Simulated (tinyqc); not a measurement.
# Front-illuminated p-i-n photodiode, quantum efficiency and bandwidth: two studies

Light enters through a p layer (0 to xp), a depleted layer (xp to xp + wi) and a thick n substrate, decaying as exp(-al x); one pass, no back reflection. Carriers made in the depleted layer are all collected; those in the neutral layers diffuse.

Values chosen for this exercise; values close to those of silicon at this wavelength:
- lam = 1000 nm (wavelength)
- al = 61.6 1/cm (absorption coefficient)
- Rf = 0.05 (reflectance of the front face)
- eps_r = 11.4 (relative permittivity)
- xp = 0.052 um (thickness of the front p layer)
- wi = 60 um (thickness of the depleted layer)
- Dn = 7.8 cm^2/s (electron diffusion coefficient in the p layer)
- Ln = 0.28 um (electron diffusion length in the p layer)
- S = 9e6 cm/s (recombination velocity of the front surface)
- Lp = 1.3 um (hole diffusion length in the thick n substrate)
- ve = 9.92e6 cm/s (electron drift velocity)
- vh = 7.31e6 cm/s (hole drift velocity)
- dia = 17 um (diameter)
- RL = 50 ohm (load resistance)
- Cp = 90 fF (parasitic capacitance)

Constants: q = 1.602176634e-19 C, h = 6.62607015e-34 J s, c = 299792458 m/s, eps0 = 8.8541878128e-14 F/cm where lengths are in cm. Results are converted to the units shown.

Each table varies one quantity; the others keep the values above.

## Efficiency and bandwidth against the thickness of the depleted layer

k = al Ln, s = S Ln/Dn, e = exp(-al xp); front layer f1 = (k/(k^2 - 1)) {[s + k - e (s cosh(xp/Ln) + sinh(xp/Ln))]/[s sinh(xp/Ln) + cosh(xp/Ln)] - k e}; depleted layer f2 = e (1 - exp(-al wi)); substrate f3 = e exp(-al wi) al Lp/(1 + al Lp); external efficiency (1 - Rf)(f1 + f2 + f3); responsivity = efficiency q lam/(h c). Drift response for pairs made in the depleted layer, a = al wi, g = 1 - exp(-a), u = 2 pi i f, te = wi/ve, th = wi/vh: electrons He = [g - a (exp(-a) - exp(-u te))/(u te - a)]/(u te g), holes Hh = [g - a (1 - exp(-a - u th))/(a + u th)]/(u th g); C = eps0 eps_r pi (dia/2)^2/wi + Cp; total |He + Hh|/sqrt(1 + (2 pi f RL C)^2), for the current of the depleted layer alone. Limits are the frequencies at which each factor falls to 1/sqrt(2); inverse-square sum (f_transit^-2 + f_RC^-2)^(-1/2); the diffusion currents f1 and f3 are left out of the bandwidth.

Results:

| wi (um) | f2 | f1 + f3 | responsivity (A/W) | transit limit (GHz) | RC limit (GHz) | 3 dB bandwidth (GHz) | inverse-square sum (GHz) | bandwidth x (1 - Rf) f2 (GHz) |
|---|---|---|---|---|---|---|---|---|
| 7.5 | 0.04513 | 0.007766 | 0.04053 | 6.108 | 34.21 | 5.974 | 6.013 | 0.2561 |
| 13 | 0.07693 | 0.007513 | 0.06470 | 3.531 | 34.69 | 3.505 | 3.513 | 0.2561 |
| 21 | 0.1213 | 0.007160 | 0.09843 | 2.192 | 34.94 | 2.185 | 2.187 | 0.2519 |
| 36 | 0.1988 | 0.006545 | 0.1574 | 1.285 | 35.12 | 1.284 | 1.284 | 0.2425 |
| 60 | 0.3089 | 0.005670 | 0.2410 | 0.7770 | 35.22 | 0.7767 | 0.7768 | 0.2279 |
| 100 | 0.4598 | 0.004472 | 0.3557 | 0.4719 | 35.28 | 0.4718 | 0.4718 | 0.2061 |
| 290 | 0.8322 | 0.001513 | 0.6388 | 0.1693 | 35.34 | 0.1693 | 0.1693 | 0.1339 |
| 480 | 0.9477 | 5.952e-4 | 0.7266 | 0.1035 | 35.35 | 0.1035 | 0.1035 | 0.09321 |

Estimate the missing row, wi = 170 um.

Computed row:

| wi (um) | f2 | f1 + f3 | responsivity (A/W) | transit limit (GHz) | RC limit (GHz) | 3 dB bandwidth (GHz) | inverse-square sum (GHz) | bandwidth x (1 - Rf) f2 (GHz) |
|---|---|---|---|---|---|---|---|---|
| 170 | 0.6489 | 0.002969 | 0.4995 | 0.2827 | 35.31 | 0.2827 | 0.2827 | 0.1742 |

With this row back in the table: As wi goes from 7.5 to 480, the responsivity rises from 0.0405 to 0.727 A/W and the bandwidth falls from 5.97 to 0.104 GHz. The transit limit is the lower one in every row. Adding inverse squares of the two limits is within 0.66 % of the full result. The product of bandwidth and fast efficiency falls from 0.256 to 0.0932 GHz.

## Efficiency and bandwidth against the absorption coefficient

Same model as above.

lam is held fixed while al varies.

The same in every row: RC limit (GHz) = 35.22.

Results:

| al (1/cm) | f2 | f1 + f3 | responsivity (A/W) | transit limit (GHz) | 3 dB bandwidth (GHz) | inverse-square sum (GHz) | bandwidth x (1 - Rf) f2 (GHz) |
|---|---|---|---|---|---|---|---|
| 30 | 0.1647 | 0.003333 | 0.1288 | 0.7692 | 0.7690 | 0.7690 | 0.1203 |
| 300 | 0.8334 | 0.007082 | 0.6440 | 0.8187 | 0.8184 | 0.8185 | 0.6480 |
| 900 | 0.9908 | 0.003127 | 0.7616 | 0.8099 | 0.8096 | 0.8096 | 0.7620 |
| 3000 | 0.9845 | 0.008794 | 0.7611 | 0.7463 | 0.7461 | 0.7462 | 0.6978 |
| 9000 | 0.9543 | 0.02588 | 0.7510 | 0.7341 | 0.7338 | 0.7339 | 0.6653 |
| 30000 | 0.8556 | 0.08062 | 0.7173 | 0.7325 | 0.7323 | 0.7323 | 0.5952 |
| 90000 | 0.6263 | 0.2003 | 0.6333 | 0.7324 | 0.7321 | 0.7322 | 0.4356 |
| 3e5 | 0.2101 | 0.3650 | 0.4407 | 0.7323 | 0.7321 | 0.7322 | 0.1462 |

Estimate the missing row, al = 90 1/cm.

Computed row:

| al (1/cm) | f2 | f1 + f3 | responsivity (A/W) | transit limit (GHz) | 3 dB bandwidth (GHz) | inverse-square sum (GHz) | bandwidth x (1 - Rf) f2 (GHz) |
|---|---|---|---|---|---|---|---|
| 90 | 0.4171 | 0.007002 | 0.3249 | 0.7836 | 0.7833 | 0.7834 | 0.3104 |

With this row back in the table: As al goes from 30 to 3e5, the responsivity goes from 0.129 through a maximum of 0.762 (at al = 900 among the rows listed) to 0.441 A/W and the bandwidth goes from 0.769 through a maximum of 0.818 (at al = 300 among the rows listed) to 0.732 GHz. The transit limit is the lower one in every row. Adding inverse squares of the two limits is within 0.011 % of the full result. Strong absorption puts the pairs into the front layer, where they must diffuse against surface loss; weak absorption lets light pass beyond a diffusion length of the junction. For al = 90000, 3e5 the diffusion currents exceed 0.3 of the drift current; their own response times, left out, may then shape the whole response.

tinyqc, about 0.01 s, one thread, Intel Xeon 2.30GHz (shared host): `OMP_NUM_THREADS=1 python tinyqc.py 2250101 2250102 out.jsonl`
